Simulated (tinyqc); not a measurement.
MOSFET in the linear regime without short-channel effects, parameter extraction from computed curves: two steps of the calculation.

Inversion charge Q = Cox n Vt W0(exp((Vg - VT)/(n Vt))), W0 the Lambert function and n = nf; u = Q/Cox; mobility mu = mu0/(1 + th1 u + th2 u^2); channel resistance Rch = (L - dL)/(W mu Q); Id = Vd/(Rch + Rsd/W). Cox = eps0 eox/tox. Small Vd, no channel-length or drain effects.

Parameters, values chosen for the exercise; channel values of the order met in silicon transistors: relative permittivity of the gate insulator (close to hafnium oxide) eox = 21.5; insulator thickness tox = 3 nm; low-field mobility mu0 = 200 cm^2/(V s); second mobility attenuation factor th2 = 0.25 1/V^2; threshold voltage VT = 0.58 V; gate width W = 1 um; drawn gate length L = 0.31 um; drawn less effective length dL = 0.005 um; drain voltage Vd = 0.01 V.

Constants: eps0 = 8.8541878128e-14 F/cm where lengths are in cm. Results are converted to the units shown.

Problem 1. Threshold and mobility at the peak transconductance. gm_i = (Id_(i+1) - Id_(i-1))/(Vg_(i+1) - Vg_(i-1)); at the point j of largest gm the tangent meets the axis at V_ext = Vg_j - Id_j/gm_j; field-effect mobility gm_j L/(W Cox Vd) with the drawn L.

```
point	Vg (V)	Id (uA)
0	0.38	3.2656764e-4
1	0.48	0.018037269
2	0.58	0.57375689
3	0.68	2.7451734
4	0.78	5.2150711
5	0.88	7.3748636
6	0.98	9.1704556
7	1.08	10.645231
8	1.18	11.853783
9	1.28	12.844683
10	1.38	13.657862
```

Wanted: gm; j; V_ext; field-effect mobility.

Solution 1.

gm, point 1 to 9 (uS): 2.8672  13.636  23.207  23.148  19.777  16.352  13.417  10.997  9.0204
j = 3
V_ext = 0.56171 V
field-effect mobility = 113.37 cm^2/(V s)

V_ext is 18 mV below the model VT, and the mobility so found is 44 % below mu0 L/(L - dL) = 203 cm^2/(V s), the value for the drawn L; attenuation, series resistance and the slow approach of Q to a straight line all lower the peak gm.

Problem 2. The Y function. Y_i = Id_i/sqrt(gm_i). For Id = beta Vd x/(1 + th x), x = Vg - VT, Y = sqrt(beta Vd) x whatever th. Slope s from points 6 and 9; VT_Y = Vg - Y/s at point 9; beta = s^2/Vd; mobility beta L/(W Cox) with the drawn L; th* = (beta Vd x/Id - 1)/x at point 9.

```
point	Vg (V)	Id (uA)
0	0.38	3.2656764e-4
1	0.48	0.018037269
2	0.58	0.57375689
3	0.68	2.7451734
4	0.78	5.2150711
5	0.88	7.3748636
6	0.98	9.1704556
7	1.08	10.645231
8	1.18	11.853783
9	1.28	12.844683
10	1.38	13.657862
```

gm, point 1 to 9 (uS): 2.8671516  13.635680  23.206571  23.148451  19.776923  16.351836  13.416638  10.997263  9.0203956

Give: Y; s; VT_Y; beta; mobility from Y; th*.

Solution 2.

Y, point 1 to 9 (uA^0.5 V^0.5): 0.01065  0.1554  0.5699  1.084  1.658  2.268  2.906  3.574  4.277
s = 6.696 uA^0.5 V^-0.5
VT_Y = 0.6413 V
beta = 4484 uA/V^2
mobility from Y = 219.1 cm^2/(V s)
th* = 1.925 1/V

The mobility from Y is 7.8 % above mu0 L/(L - dL) = 203 cm^2/(V s), which it should reach in deep inversion when th2 = 0.

Numbers from tinyqc (`OMP_NUM_THREADS=1 python tinyqc.py 2210168 2210169 out.jsonl`; about 0.01 s on one thread of a shared Intel Xeon 2.30GHz).
